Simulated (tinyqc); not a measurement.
# Straight dislocations in isotropic elasticity: fields, energies, partials, Peierls stress and walls, step by step

A worked calculation. Computed by tinyqc, a small Python program that keeps every step. Command: `OMP_NUM_THREADS=1 python tinyqc.py 3023882 3023883 out.jsonl disloc walk`. One thread of a shared host (Intel(R) Xeon(R) Processor @ 2.30GHz), about 0.01 s of CPU time with the checks. Intermediate numbers are printed to about 6 digits and carried at full precision; extremes and crossings named in words are read from the listed rows.

The line runs along z, the glide plane is y = 0, and beta is the angle between b and the line (0 screw, 90 degrees edge): b_e = b sin(beta) along +x with the extra half plane at y > 0, b_s = b cos(beta). Stress is positive in tension.

Inputs (values chosen for the exercise, modelled on silicon): shear modulus G = 67.2 GPa; Poisson ratio nu = 0.215; Burgers vector b = 3.84 angstrom; stacking-fault energy gamma = 49.6 mJ/m^2; dislocation density rho = 1.3e+12 1/m^2; core radius r0/b = 0.5; misfit volume of a solute dV = 5.6 angstrom^3; temperature T = 850 K; unstable fault energy gamma_us = 1930 mJ/m^2; tilt angle theta = 1.1 degrees; source length l = 63 nm.

Character: edge.

field point (x, y) (nm): [-7, 5]

Constants: 1 eV/angstrom^3 = 160.2176634 GPa; k_B = 8.617333262e-05 eV/K.

## Line energy and line tension

Energy factor K = G [cos^2(beta) + sin^2(beta)/(1 - nu)]. E = K b^2/(4 pi) ln(R/r0) with R = 1/(2 sqrt(rho)); tension T = E + d^2E/d(beta)^2 = G b^2 [1 + nu - 3 nu sin^2(beta)]/(4 pi (1 - nu)) ln(R/r0). The core energy is taken into r0.

energy factor K = 85.6051 GPa

ln(R/r0) = 7.73369

line energy E = 48.4873 eV/nm

line tension T = 27.6378 eV/nm

stored energy rho E = 10.0991 kJ/m^3

T/E = 0.57: bowing turns parts of the line towards the cheaper screw character, so it is soft.

## Stress at a point

With D = G b_e/(2 pi (1 - nu)), S = G b_s/(2 pi), r^2 = x^2 + y^2: s_xx = -D y (3x^2 + y^2)/r^4, s_yy = D y (x^2 - y^2)/r^4, s_xy = D x (x^2 - y^2)/r^4, s_zz = nu (s_xx + s_yy), s_xz = -S y/r^2, s_yz = S x/r^2. Pressure p = -trace/3.

stress (MPa), rows x, y, z:
```
[[-821.648, -160.508, 0.000],
 [-160.508, 114.649, 0.000],
 [0.000, 0.000, -152.005]]
```

pressure p = 286.335 MPa

The point lies above the glide plane, on the compressed side.

## Force on a second, equal dislocation at that point; binding of a solute

Peach-Koehler force per length on a parallel dislocation with the same b: in the glide plane F_x = s_xy b_e + s_yz b_s, normal to it F_y = -(s_xx b_e + s_xz b_s), which drives climb of the edge part or cross-slip of a screw. A solute with misfit volume dV has the energy p dV, and its dilute concentration is scaled by exp(-p dV/(k_B T)).

glide force F_x = -61.6351 mN/m

normal force F_y = 315.513 mN/m

solute energy = 10.0081 meV

concentration ratio = 0.872289

Along x the second dislocation is repelled. The oversized solute is depleted here.

## Splitting into partials

Shockley partials have b_p = b/sqrt(3) at the angles beta -/+ 30 degrees; their repulsion balances the fault at d = G b_p^2/(8 pi gamma) (2 - nu)/(1 - nu) [1 - 2 nu cos(2 beta)/(2 - nu)].

partial Burgers vector b_p = 2.21703 angstrom

splitting width d = 7.47641 nm

d/b = 19.4698

Widely split: cross-slip and climb need a constriction first.

## Peierls-Nabarro core of the undissociated dislocation

Misfit energy gamma(u) = (gamma_us/2)(1 - cos(2 pi u/b)), so the largest restoring stress is tau_max = pi gamma_us/b; u(x) = b/2 + (b/pi) arctan(x/zeta), zeta = K b/(4 pi tau_max). Summing the misfit energy over atomic rows a' apart gives, for a wide core, W_P = (K b^2/pi) exp(-2 pi zeta/a') and sigma_P = (K b/a') exp(-2 pi zeta/a'); a' = b/2 for edge and 30-degree lines, b sqrt(3)/2 for screw and 60-degree lines.

tau_max = 15.7898 GPa

half width zeta = 1.65670 angstrom

row spacing a' = 1.92 angstrom

Peierls barrier W_P = 110.854 meV/nm

Peierls stress sigma_P = 756.797 MPa

zeta/a' = 0.86 and sigma_P/G = 0.011: the stress falls by a factor e for each a'/(2 pi) of half width. Caution: in covalent crystals lines are dissociated and reconstructed and move by kinks, so this sinusoidal model gives only the trend.

## Strength from dislocations

Frank-Read source, averaged over the loop: tau = G b/(2 pi l) [(1 - nu/2)/(1 - nu)] ln(l/r0). Taylor hardening: tau = 0.3 G b sqrt(rho).

Frank-Read stress = 429.390 MPa

Taylor stress = 8.82660 MPa

Of the source, forest and Peierls stresses the largest here is the Peierls stress. Caution: in covalent crystals the flow stress is largely set by thermally activated glide over the Peierls barrier, which the source and Taylor stresses leave out.

## Low-angle tilt boundary

A symmetric tilt wall of edge dislocations has the spacing h = b/(2 sin(theta/2)); Read-Shockley: gamma_b = E0 theta (A - ln theta), E0 = G b/(4 pi (1 - nu)), A = 1 + ln(b/(2 pi r0)), theta in radians.

spacing h = 20.0017 nm

boundary energy = 191.253 mJ/m^2

angle of the maximum, exp(A - 1) = 18.2378 degrees

## Character of the line

E = K b^2/(4 pi) ln(R/r0); T = G b^2 [1 + nu - 3 nu sin^2(beta)]/(4 pi (1 - nu)) ln(R/r0).

From screw to edge:
```
beta (degrees)  K (GPa)  E (eV/nm)  T (eV/nm)   d (nm)
0               67.2000    38.0626    58.9121  4.57360
15              68.4329    38.7609    56.8171  4.76806
30              71.8013    40.6688    51.0935  5.29931
45              76.4025    43.2749    43.2749  6.02501
60              81.0038    45.8811    35.4564  6.75071
75              84.3722    47.7890    29.7328  7.28196
90              85.6051    48.4873    27.6378  7.47641
```

The edge costs 1/(1 - nu) = 1.274 times the screw in energy, yet its tension is only (1 - 2 nu)/(1 + nu) = 0.469 of the screw value, so loops under stress are elongated along b. The edge splits 1.63 times as widely, (2 + nu)/(2 - 3 nu), since there the larger, edge parts of the partials repel with the factor 1/(1 - nu) and the small screw parts attract, while in the screw the roles are exchanged.

Checks made by the program: zero divergence of the stress field, by differences and relative to the size of its gradient (relative difference 1e-10); splitting against the force between the two partials (relative difference below 1e-10).
